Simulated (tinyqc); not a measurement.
Lossy package transmission line with skin effect: one step of the calculation.

A uniform line in a homogeneous dielectric: c = sqrt(er)/(c0 Z0), l = Z0 sqrt(er)/c0 (c0 = 299792458 m/s), g = w c td, w = 2 pi f. The resistance joins its limits as r = sqrt(r_dc^2 + r_hf^2), with r_dc = rho/(wd th), r_hf = kr rho/(2 delta (wd + th)), delta = sqrt(rho/(pi f mu0)), mu0 = 4 pi 1e-7 H/m; this is an interpolation, and internal inductance, up to 0.05 nH/mm at low frequency, is neglected.

Question. Reflection, input impedance and transfer. ZL = 1/(1/RL + i w CL); reflection (ZL - Zc)/(ZL + Zc); Zin = Zc (ZL + Zc tanh(gamma len))/(Zc + ZL tanh(gamma len)); H = V_load/V_source = [Zin/(Zin + Rg)]/[cosh(gamma len) + (Zc/ZL) sinh(gamma len)].

Inputs (values chosen for the exercise): source resistance Rg = 25 ohm; load resistance RL = 1e5 ohm; load capacitance CL = 0 fF; frequency f = 4.8 GHz.

gamma len = 0.0448963+1.6532792i
Zc = 50.015937-0.857836i ohm

Find: ZL; reflection at the load; Zin; H; |H|.

Answer.

ZL = (1.0000+0.0000i) x 1e5 ohm
reflection at the load = 0.99900+0.00002i
Zin = 2.3552+4.0867i ohm
H = -0.3053-1.7870i
|H| = 5.1673 dB

tinyqc, about 0.01 s, one thread, Intel Xeon 2.30GHz (shared host): `OMP_NUM_THREADS=1 python tinyqc.py 2810220 2810221 out.jsonl`
